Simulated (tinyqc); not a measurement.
Polar nitride quantum well with polarisation fields, step by step. Values are carried at full precision from step to step, so a last printed digit may differ when a step is redone from the rounded ones.

Growth along [0001]. e_par = (a_sub - a)/a, Ppz = 2 e_par (e31 - e33 C13/C33), P = Psp + Ppz in each layer; strain relaxation and the strain shift of the gaps are left out, although thick layers with more than about 1 % mismatch would relax.

Constants: hbar^2/2m0 = 3.80998211 eV angstrom^2; hc = 1239.841984 eV nm.

Parameters, chosen for this exercise (near those of an InGaN well in GaN; shifted at random, so the results belong to these values and not to a real crystal):
```
symbol  value    unit      meaning
a_w     3.267    angstrom  lattice constant a, well
a_b     3.189    angstrom  lattice constant a, barrier
a_sub   3.189    angstrom  in-plane lattice constant of the stack
Psp_w   -0.0294  C/m^2     spontaneous polarisation
Psp_b   -0.0343  C/m^2     spontaneous polarisation
e31_w   -0.355   C/m^2
e31_b   -0.325   C/m^2
e33_w   0.733    C/m^2
e33_b   0.664    C/m^2
C_w     0.284              C13/C33
C_b     0.263              C13/C33
Lw      15       angstrom  well width
Lb      40       angstrom  barrier width
eps_w   11.2               dielectric constant
eps_b   10.3               dielectric constant
Eg      2.595    eV        gap of the well
Vc      0.575    eV        conduction offset
Vv      0.27     eV        valence offset
me      0.171    m0        electron, well
meb     0.2      m0        electron, barrier
mh      1.83     m0        hole, everywhere
```

## Strain and polarisation

Give strain and polarisation of well and barrier; the bound sheet charge is |P_w - P_b|/e with e = 1.602176634e-19 C.

Layers:
```
layer       e_par  Ppz (C/m^2)  P (C/m^2)
well     -0.02388      0.02689   -0.00251
barrier   0.00000      0.00000   -0.03430
```

sheet charge = 1.984 x 1e13/cm^2

Of P_w - P_b = +0.0318 C/m^2 the piezoelectric part gives +0.0269 and the spontaneous part +0.0049.

## Built-in fields

In a periodic stack without free charge the potential drop over a period vanishes: F_w = (P_b - P_w) Lb/(eps0 (eps_w Lb + eps_b Lw)), F_b = -F_w Lw/Lb, eps0 = 8.8541878e-12 F/m; 1 MV/cm = 1e8 V/m = 0.01 V/angstrom.

Give both fields and the drop |F_w| Lw across the well.

F_w = -2.384 MV/cm
F_b = 0.894 MV/cm
drop = 0.358 eV

## Levels with and without the field

Envelope functions on cells of 0.25 angstrom over barrier, well, barrier (widths Lb, Lw, Lb), psi = 0 beyond, psi'/m continuous (mean mass between points), c = hbar^2/2m0. With u(z) the integral of e F (F_w in the well, F_b = -F_w Lw/Lb in the barriers, 1 MV/cm = 0.01 V/angstrom), zero at the centre of the well, the electron sees u plus Vc in the barriers and the hole -u plus Vv. The transition is Eg + E_e + E_h; excitons are left out.

Ground states of electron and hole, their centres, the squared overlap, the transition and its wavelength hc/E.

Results:
```
case            E_e (eV)  E_h (eV)  <z>_e  <z>_h  overlap^2  E (eV)     nm
no field          0.2552    0.0478    0.0    0.0      0.894  2.8979  427.8
built-in field    0.2363   -0.0031    2.5   -4.1      0.568  2.8282  438.4
```

The field shifts the line by -70 meV, pulls the carriers 6.5 angstrom apart and, with the rate proportional to overlap^2, lengthens the radiative lifetime by a factor 1.57.

## Estimate from two triangular wells

For a strong field: E = Eg - |e F_w| Lw + a0 (c (e F_w)^2)^(1/3) (me^(-1/3) + mh^(-1/3)), a0 = 2.338107, hard walls, c = hbar^2/2m0, 1 MV/cm = 0.01 V/angstrom.

electron term = 0.5449 eV
hole term = 0.2473 eV
E = 3.0297 eV

The electron term exceeds the drop across the well, so the electron still feels the far wall and the estimate is outside its range. Against the grid result 2.8282 eV the estimate errs by +201 meV: +130 from the electron and +72 from the hole, since hard walls stand in for offsets of 0.575 and 0.27 eV into which the carriers leak.

## Checks

- Electron level without field against the matching condition of the square well, eV: both 0.255.

Run: tinyqc, `OMP_NUM_THREADS=1 python tinyqc.py 1250924 1250925 out.jsonl`; Intel(R) Xeon(R) Processor @ 2.30GHz, one thread, shared host; about 0.02 s of CPU time with all checks.
